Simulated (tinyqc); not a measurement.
# Changing the drive-in time t2

Model: two-step dopant diffusion (predeposition and drive-in) with a constant diffusivity. Computed by tinyqc, a small Python program. Command: `OMP_NUM_THREADS=1 python tinyqc.py 3017456 3017457 out.jsonl dopdiff sweep`. One thread of a shared host (Intel(R) Xeon(R) Processor @ 2.30GHz), about 0.1 s of CPU time with the checks.

Fick diffusion into a half space x > 0 whose background doping C_B is of the opposite type, so that a junction lies where C = C_B.

Inputs (values chosen for the exercise, modelled on gallium in silicon):
```
quantity                         value        unit
prefactor D0                     0.337      cm^2/s
activation energy E               3.36          eV
surface concentration C_s      1.3e+18      1/cm^3
background doping C_B          6.8e+14      1/cm^3
predeposition temperature T1      1000           C
predeposition time t1                5         min
drive-in temperature T2           1000           C
mean mobility in the layer mu      200  cm^2/(V s)
```

Furnace ramps of the drive-in: none.

Constants: k_B = 8.617333262e-05 eV/K; e = 1.602176634e-19 C.

Method:
- D = D0 exp(-E/(k_B T)).
- Temperatures in kelvin are T(C) + 273.15.
- Times in seconds are 60 times the minutes.
- (Dt)2 = D2 t2, t2 in seconds.
- C = C_s erfc(x/(2 sqrt(D1 t1))); dose Q = 2 C_s sqrt(D1 t1/pi); the junction solves erfc(z) = C_B/C_s with x_j = 2 z sqrt(D1 t1).
- With a sealed surface and a thin source, C = Q/sqrt(pi (Dt)2) exp(-x^2/(4 (Dt)2)); x_j = 2 sqrt((Dt)2 ln(C(0)/C_B)); gradient at the junction |dC/dx| = C_B x_j/(2 (Dt)2).
- Net dose Q_net = Q erf(x_j/(2 sqrt((Dt)2))) - C_B x_j; R_s = 1/(e mu Q_net), with every dopant ionised and one mobility.
- Exact two-step profile: C = (2 C_s/pi) int_0^alpha exp(-beta (1 + u^2))/(1 + u^2) du with alpha = sqrt(D1 t1/(Dt)2), beta = x^2/(4 (D1 t1 + (Dt)2)).
- The integral takes 48 Gauss-Legendre points; solve C(x) = C_B.

One run for each value; columns: (1) drive-in time t2 (min); (2) junction depth x_j (um); (3) surface concentration C(0) (Gaussian) (1/cm^3); (4) sheet resistance R_s (Gaussian) (ohm/square); (5) exact junction depth (um):
```
(1)     (2)        (3)   (4)    (5)
10    0.165  5.852e+17  9492  0.191
19    0.223  4.246e+17  9504  0.241
38    0.306  3.002e+17  9522  0.318
73    0.413  2.166e+17  9545  0.421
140   0.555  1.564e+17  9577  0.561
270   0.747  1.126e+17  9619  0.751
530   1.012  8.038e+16  9679  1.015
1000  1.343  5.852e+16  9755  1.345
2000  1.824  4.138e+16  9870  1.825
```

Over the rows, junction depth x_j (um) rises from 0.165 to 1.82 (exponent d ln y / d ln x about 0.45 throughout); surface concentration C(0) (Gaussian) (1/cm^3) falls from 5.85e17 to 4.14e16 (exponent d ln y / d ln x about -0.50 throughout); sheet resistance R_s (Gaussian) (ohm/square) rises from 9490 to 9870 (exponent d ln y / d ln x 0.0020 between the first rows and 0.017 between the last). At the low end the exponent of junction depth x_j is 0.46, close to 0.50: the diffusion length sets the depth. The exponent of surface concentration C(0) (Gaussian) stays at -0.50: a fixed dose spreads over a width sqrt(D t). x_j grows more slowly than sqrt(t2) because the logarithm ln(C(0)/C_B) shrinks, from 6.76 to 4.11.

Caution (rows 10.0, 19.0, 38.0, 73.0): the drive-in budget is under fifteen times D1 t1, so the source is not thin and the Gaussian junction is too shallow.
